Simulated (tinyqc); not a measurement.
Worked calculation: Hueckel theory of the pi electrons with the omega technique, for the molecule C=CC(C=O)=CC=CCl (SMILES; centres numbered as the heavy atoms are written). One step of it, computed by the program tinyqc.

Question. Orbitals, round 2. Diagonalise; E = alpha + x beta with beta < 0, so the largest x are filled first; degenerate levels share their electrons. P = sum n_i c_ri c_si; each orbital has its largest coefficient positive (the first on a tie).

matrix after round 1:
```
            1C        2C         3C        4C        5O        6C         7C        8C
1C   -0.015069  1.000000   0.000000  0.000000  0.000000  0.000000   0.000000  0.000000
2C    1.000000  0.003041   1.000000  0.000000  0.000000  0.000000   0.000000  0.000000
3C    0.000000  1.000000  -0.023624  1.000000  0.000000  1.000000   0.000000  0.000000
4C    0.000000  0.000000   1.000000  0.128671  1.000000  0.000000   0.000000  0.000000
5O    0.000000  0.000000   0.000000  1.000000  0.767609  0.000000   0.000000  0.000000
6C    0.000000  0.000000   1.000000  0.000000  0.000000  0.068700   1.000000  0.000000
7C    0.000000  0.000000   0.000000  0.000000  0.000000  1.000000  -0.012974  1.000000
8C    0.000000  0.000000   0.000000  0.000000  0.000000  0.000000   1.000000  0.072056
9Cl   0.000000  0.000000   0.000000  0.000000  0.000000  0.000000   0.000000  0.400000

          9Cl
1C   0.000000
2C   0.000000
3C   0.000000
4C   0.000000
5O   0.000000
6C   0.000000
7C   0.000000
8C   0.400000
9Cl  2.011589
```

pi electrons, sum of z_r less the charge = 10

Give: x values; occupations; coefficients; charge and bond-order matrix P.

Answer.

x values: 2.1561  2.0650  1.4373  1.1880  0.4831  -0.2205  -0.8280  -1.2916  -1.9893

occupations: 2.0000  2.0000  2.0000  2.0000  2.0000  0.0000  0.0000  0.0000  0.0000

coefficients:
```
        MO1      MO2      MO3      MO4      MO5      MO6      MO7      MO8
1C   0.0950  -0.1332  -0.0660   0.4637   0.5030  -0.2723   0.5533  -0.2801
2C   0.2062  -0.2770  -0.0958   0.5579   0.2506   0.0559  -0.4498   0.3576
3C   0.3489  -0.4380  -0.0715   0.1973  -0.3827   0.2598  -0.1796  -0.1828
4C   0.2669  -0.3757   0.3868  -0.1495  -0.0989   0.3919   0.5443   0.1956
5O   0.1922  -0.2896   0.5776  -0.3557   0.3476  -0.3966  -0.3411  -0.0950
6C   0.2874  -0.2620  -0.3954  -0.1693  -0.3456  -0.4989   0.0499  -0.3213
7C   0.2510  -0.0852  -0.4696  -0.3868   0.2395  -0.1155   0.1348   0.6199
8C   0.2571   0.0851  -0.2857  -0.2952   0.4644   0.5229  -0.1598  -0.4713
9Cl  0.7119   0.6368   0.1990   0.1434  -0.1215  -0.0937   0.0225   0.0571

         MO9
1C    0.2053
2C   -0.4054
3C    0.6024
4C   -0.3432
5O    0.1245
6C   -0.4355
7C    0.2939
8C   -0.1454
9Cl   0.0145
```

charge and bond-order matrix P:
```
          1C       2C       3C       4C       5O       6C       7C       8C
1C    0.9982   0.8950  -0.0096  -0.1384   0.0572  -0.3281   0.0145   0.2572
2C    0.8950   1.0048   0.4285   0.0277  -0.0937  -0.0226  -0.0708   0.0170
3C   -0.0096   0.4285   1.0081   0.4768  -0.1011   0.6843  -0.0190  -0.3262
4C   -0.1384   0.0277   0.4768   0.7884   0.8047   0.1635  -0.0970  -0.1513
5O    0.0572  -0.0937  -0.1011   0.8047   1.4037  -0.3143   0.0450   0.2524
6C   -0.3281  -0.0226   0.6843   0.1635  -0.3143   0.9113   0.5257   0.1081
7C    0.0145  -0.0708  -0.0190  -0.0970   0.0450   0.5257   0.9956   0.8337
8C    0.2572   0.0170  -0.3262  -0.1513   0.2524   0.1081   0.8337   0.9155
9Cl  -0.0499   0.0017   0.0601   0.0366  -0.0517  -0.0464  -0.1070   0.1632

         9Cl
1C   -0.0499
2C    0.0017
3C    0.0601
4C    0.0366
5O   -0.0517
6C   -0.0464
7C   -0.1070
8C    0.1632
9Cl   1.9745
```
